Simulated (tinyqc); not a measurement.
What the anneal budget does: two-dimensional dopant profile at a mask edge: lateral junction, overlap and effective channel length. Computed by tinyqc, a small Python program. Command: `OMP_NUM_THREADS=1 python tinyqc.py 3006620 3006621 out.jsonl lateral walk`. One thread of a shared host (Intel(R) Xeon(R) Processor @ 2.30GHz), about 0.01 s of CPU time with the checks.

Ions enter for y < 0; the mask (spacer, then gate) covers y > 0. x is the depth. The surface reflects dopant during the anneal.

Inputs (values chosen for the exercise, modelled on a source-drain extension in silicon):

| quantity | value | unit |
|---|---|---|
| dose Q | 2.1e+15 | 1/cm^2 |
| projected range R_p | 16 | nm |
| vertical straggle | 5.1 | nm |
| lateral straggle | 3.9 | nm |
| anneal budget D t | 2.5e-13 | cm^2 |
| channel doping C_B | 3e+17 | 1/cm^3 |
| gate length L_g | 170 | nm |
| offset spacer | 4.8 | nm |

Method:
- Widths s_x^2 = (vertical straggle)^2 + 2 D t, s_y^2 = (lateral straggle)^2 + 2 D t. C(x, y) = V(x) (1/2) erfc(y/(sqrt2 s_y)), V(x) = Q/(sqrt(2 pi) s_x) [exp(-(x - R_p)^2/(2 s_x^2)) + exp(-(x + R_p)^2/(2 s_x^2))]; 1 nm = 1e-7 cm.
- The lateral junction at depth x solves C = C_B: y_j(x) = sqrt2 s_y erfc^-1(2 C_B/V(x)). Overlap under the gate = y_j(0) - spacer; metallurgical channel L_met = L_g - 2 overlap (tails from the two sides are not added).
- x_j solves V(x) = C_B. Budgets are multiples of the given D t (at 0 the mirror term is kept, which overstates V(0) as implanted); those with V(0) not above 2.5 C_B are left out.

Junctions (nm):

| multiple | s_x | s_y | x_j | y_j(0) | y_j/x_j | L_met |
|---|---|---|---|---|---|---|
| 0.0 | 5.100 | 3.900 | 37.16 | 8.738 | 0.23515 | 162.12 |
| 0.1 | 5.569 | 4.496 | 38.99 | 11.245 | 0.28843 | 157.11 |
| 0.3 | 6.404 | 5.496 | 42.22 | 15.359 | 0.36381 | 148.88 |
| 1.0 | 8.718 | 8.075 | 51.03 | 25.367 | 0.49710 | 128.87 |
| 2.0 | 11.225 | 10.734 | 60.39 | 35.003 | 0.57960 | 109.59 |
| 4.0 | 15.034 | 14.670 | 74.33 | 48.490 | 0.65236 | 82.62 |
| 8.0 | 20.640 | 20.377 | 94.38 | 67.061 | 0.71052 | 45.48 |
| 16.0 | 28.740 | 28.552 | 122.67 | 92.465 | 0.75377 | -5.33 |

The ratio y_j/x_j goes from 0.24 to 0.75: as implanted, x_j includes R_p and y_j only the lateral straggle; after long diffusion both scale roughly with sqrt(D t) as long as V(0) stays far above C_B, and the ratio stays below 1 because the edge starts from half the concentration and an erfc falls faster than the Gaussian. L_met is negative in the rows beyond a multiple of 8: source and drain merge.
